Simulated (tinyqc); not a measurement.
Crystal pulling from the melt: segregation, interface stability, heat balance and point-defect regime: one step, computed by the program tinyqc. Command: `OMP_NUM_THREADS=1 python tinyqc.py 3000561 3000562 out.jsonl pull walk`. One thread of a shared host (Intel(R) Xeon(R) Processor @ 2.30GHz), about 0.01 s of CPU time with the checks.

A dilute solute; steady pulling with a flat interface unless it is found unstable.

Question. Constitutional supercooling. Liquidus slope per concentration (van 't Hoff): |m| = k_B T_m^2 (1 - k0)/L. Solute gradient at the interface: G_C = (V/D) C_s (1 - k0)/k0. Constitutional supercooling sets in when |m| G_C > G_L. Critical C_s from the equality.

Inputs (values chosen for the exercise, modelled on aluminium in silicon):
```
quantity                      value    unit
equilibrium coefficient k0    0.002       -
diffusivity in the melt D   0.00021  cm^2/s
pull rate V                    0.93  mm/min
gradient in the melt G_L         17    K/cm
latent heat per volume L       4240  J/cm^3
melting point T_m              1685       K
```

C_s = 3.339856e+16 1/cm^3

Constants: k_B = 1.380649e-23 J/K.

Give: |m|; |m| G_C; critical C_s; ratio |m| G_C/G_L.

Answer.

|m| = 9.2267e-21 K cm^3

|m| G_C = 1.1350 K/cm

critical C_s = 5.0025e+17 1/cm^3

ratio |m| G_C/G_L = 0.066764

The interface is stable by this test, with a margin of 15.
